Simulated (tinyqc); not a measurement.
Inside a calculation. Model: resistance of a source-drain extension with a graded tip.

Program tinyqc, `OMP_NUM_THREADS=1 python tinyqc.py 2282026 2282027 out.jsonl`; Intel Xeon 2.30GHz, shared host, one thread, about 0.05 s. Printed values are rounded.

y runs along the channel, the gate covers y > 0. The doping is N0 for y < y0 and N0 10^(-(y - y0)/la) beyond, uniform over the depth xj. Sheet conductance s(y) = q mu(N) max(N - Nch, 0) xj + (for y > 0) ma Cox Vo, with mu(N) = u0 + (u1 - u0)/(1 + (N/Nr)^au) and Cox = eps0 eox/tox. Current is taken as one-dimensional; depletion of the tip, spreading and the contact are left out. The metallurgical junction lies at yj, where N = Nch.

Values chosen for this exercise; mobility law close to that of electrons in silicon:

| symbol | value | unit | meaning |
|---|---|---|---|
| eox | 3.9 |  | relative permittivity of the gate insulator (close to silicon dioxide) |
| tox | 2.3 | nm | insulator thickness |
| N0 | 6.7e19 | cm^-3 | active doping of the extension far from the gate |
| la | 2.4 | nm/decade | lateral abruptness |
| y0 | 3.2 | nm | position under the gate where the fall begins (gate edge at 0) |
| xj | 11 | nm | depth of the extension |
| Nch | 7.5e17 | cm^-3 | channel doping |
| Vo | 0.69 | V | gate overdrive |
| ma | 110 | cm^2/(V s) | mobility of the gate-induced layer |
| u1 | 1414 | cm^2/(V s) | mobility at low doping |
| u0 | 68.5 | cm^2/(V s) | mobility at high doping |
| Nr | 9.2e16 | cm^-3 | reference doping |
| au | 0.711 |  | exponent |
| Lg | 40 | nm | gate length |

Constants: q = 1.602176634e-19 C, eps0 = 8.8541878128e-14 F/cm where lengths are in cm. Results are converted to the units shown.

## Sheet resistances and junction position

yj = y0 + la log10(N0/Nch); sheet resistance of the full extension 1/[q mu(N0)(N0 - Nch) xj] and of the gate-induced layer 1/(ma Cox Vo); metallurgical length Lg - 2 yj; ye is where the doped and the gate-induced conductances are equal.

yj = 7.882432 nm
sheet resistance of the extension = 1060.020 ohm/square
sheet resistance of the induced layer = 8775.517 ohm/square
metallurgical length = 24.23514 nm
ye = 5.824154 nm
N at ye = 5.403525e18 cm^-3

The gate takes over 2.06 nm before the junction, where N is still 7.20 times the channel doping.

## Resistance of the overlapped part

Midpoint rule on 9 equal steps from 0 to yj: R_ov = sum h/s(y), per width.

```
point,y (nm),N (cm^-3),doped conductance (uS),sheet resistance (ohm/square)
0,0.4379129,6.7e19,943.3783,945.7770
1,1.313739,6.7e19,943.3783,945.7770
2,2.189565,6.7e19,943.3783,945.7770
3,3.065390,6.7e19,943.3783,945.7770
4,3.941216,3.290294e19,503.0090,1620.844
5,4.817042,1.420062e19,248.6365,2757.937
6,5.692868,6.128862e18,126.2697,4162.797
7,6.568694,2.645163e18,60.66907,5726.640
8,7.444520,1.141629e18,18.00783,7577.984
```

R_ov = 22.447 ohm um

The exact integral is 22.552 ohm um; the coarse sum is 0.46 % below it.
